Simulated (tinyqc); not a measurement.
Worked calculation: Ewald sum of point charges, simple cubic lattice in a neutralising background. Computed by tinyqc, a small Python program that keeps every step. Command: `OMP_NUM_THREADS=1 python tinyqc.py 29295 29296 out.jsonl` (the two numbers bound the seeds that draw the settings). One thread of a shared host (Intel(R) Xeon(R) Processor @ 2.60GHz), about 0.02 s of CPU time with the checks.

## Ewald sum with eta = 0.336 1/bohr

cell vectors (rows) (bohr):
```
           1          2          3
1  11.540000   0.000000   0.000000
2   0.000000  11.540000   0.000000
3   0.000000   0.000000  11.540000
```

Charges:
```
q               f1        f2        f3
2.000000  0.000000  0.000000  0.000000
```

Real space: 1/2 sum q_i q_j erfc(eta r)/r over all images with r > 0; reciprocal space: (2 pi/V) sum_(G != 0) exp(-G^2/4 eta^2)/G^2 |S(G)|^2 with S(G) = sum q exp(i G.r); self term -eta/sqrt(pi) sum q^2; background -pi Q^2/(2 V eta^2), Q the total charge.

Real-space shells (first ones):
```
r (bohr)   pairs  sum (hartree)
11.540000      6       4.34e-08
16.320025     12              0
```

Reciprocal shells (first ones that count):
```
G^2 (1/bohr^2)  vectors  sum (hartree)
0.296448              6       0.171683
0.592895             12       0.089049
0.889343              8       0.020528
1.185791              6       0.005989
1.482239             24       0.009941
1.778686             24       0.004297
2.371582             12       0.000433
2.668030             30       0.000500
2.964477             24       0.000187
3.260925             24       0.000088
3.557373              8       0.000014
3.853820             24       0.000020
```

## The total does not depend on eta

The same sums for other eta.

Totals (hartree per cell):
```
eta           real  reciprocal       self  background        total
0.336000  4.34e-08    0.302753  -0.758271   -0.036215  -0.49173267
0.458000         0    0.561354  -1.033595   -0.019491  -0.49173267
0.532000         0    0.723308  -1.200595   -0.014446  -0.49173267
```

shortest distance = 11.540000 bohr
